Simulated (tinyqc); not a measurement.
Tight binding, dimerised chain, step by step. One step of it, computed by the program tinyqc.

Task: Open chain of 3 cells. The same hoppings without the wrap-around bond.

H of the open chain (eV), lower triangle:
```
           1          2          3          4          5         6
1   0.000000
2  -1.860000   0.000000
3   0.000000  -0.450000   0.000000
4   0.000000   0.000000  -1.860000   0.000000
5   0.000000   0.000000   0.000000  -0.450000   0.000000
6   0.000000   0.000000   0.000000   0.000000  -1.860000  0.000000
```

Give: levels; weights of the highest filled level on the sites.

Result:

levels (eV): -2.1909  -1.8872  -1.5563  1.5563  1.8872  2.1909

weights of the highest filled level on the sites: 0.1545  0.1081  0.2374  0.2374  0.1081  0.1545

The bulk gap runs from -1.4100 to 1.4100 eV; no level of this chain lies inside it.
